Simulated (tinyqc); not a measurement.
What the excited states change: donors on two lattice sites with valley-orbit split states.

Each donor binds at most one electron, in any of its states. For a site s, W_s = sum over its states of g exp(E/kT), and the ionised share is 1/(1 + W_s exp(eta)), eta = (EF - Ec)/kT; n = Nc F_1/2(eta); neutrality n + NA = ND x (mean ionised share, the two sites in equal numbers); holes are neglected. Nc from N = 2 (m kB T/(4 pi c))^(3/2) with c = hbar^2/2m0, in 1/angstrom^3; times 1e24 for 1/cm^3, m = md. F_j(eta) = (1/Gamma(j + 1)) integral_0^infinity x^j dx/(1 + exp(x - eta)), which tends to exp(eta) for eta << 0.

Constants: hbar^2/2m0 = 3.80998211 eV angstrom^2; kB = 8.617333262e-05 eV/K.

Inputs chosen for the exercise (near those of nitrogen in 4H-SiC; the results hold for these values, not for the real material):

| symbol | value | unit | meaning |
|---|---|---|---|
| md | 0.801 | m0 | density-of-states mass of the conduction band |
| E | (62, 53.9, 125.4, 83.7) | meV | binding energies of h ground, h excited, k ground, k excited |
| g | (2, 4, 2, 4) |  | their degeneracies with spin |
| ND | 1.1e+18 | 1/cm^3 | donors, half on each site |
| NA | 0 | 1/cm^3 | compensating acceptors, all ionised |

The last columns keep only the ground state of each site (g = 2).

Results:

| T (K) | effective degeneracy, h site | eta | n (1/cm^3) | n, ground states only | ratio |
|---|---|---|---|---|---|
| 40 | 2.38 | -9.66 | 5.59e+13 | 6.10e+13 | 0.916 |
| 60 | 2.84 | -7.05 | 1.39e+15 | 1.65e+15 | 0.840 |
| 80 | 3.24 | -5.84 | 7.18e+15 | 9.12e+15 | 0.788 |
| 110 | 3.70 | -4.94 | 2.85e+16 | 3.84e+16 | 0.743 |
| 150 | 4.14 | -4.40 | 7.80e+16 | 1.08e+17 | 0.722 |
| 200 | 4.50 | -4.11 | 1.59e+17 | 2.17e+17 | 0.732 |
| 250 | 4.75 | -4.00 | 2.49e+17 | 3.28e+17 | 0.759 |
| 300 | 4.92 | -3.96 | 3.41e+17 | 4.34e+17 | 0.785 |
| 400 | 5.16 | -3.98 | 5.15e+17 | 6.31e+17 | 0.817 |
| 500 | 5.31 | -4.07 | 6.59e+17 | 7.84e+17 | 0.840 |

What can be read from this table?

The effective degeneracy grows from 2.38 to 5.31. Excited states hold electrons back, so the ratio is never above 1; it is lowest, 0.722, at 150 K of those listed, and 0.785 at 300 K. At low T the excited states empty out, and at high T more donors are ionised (n is 60 % of ND - NA in the last row), so the effect is largest in between.

tinyqc: `OMP_NUM_THREADS=1 python tinyqc.py 1650665 1650666 out.jsonl`; about 0.01 s, one thread, shared Intel(R) Xeon(R) Processor @ 2.30GHz.
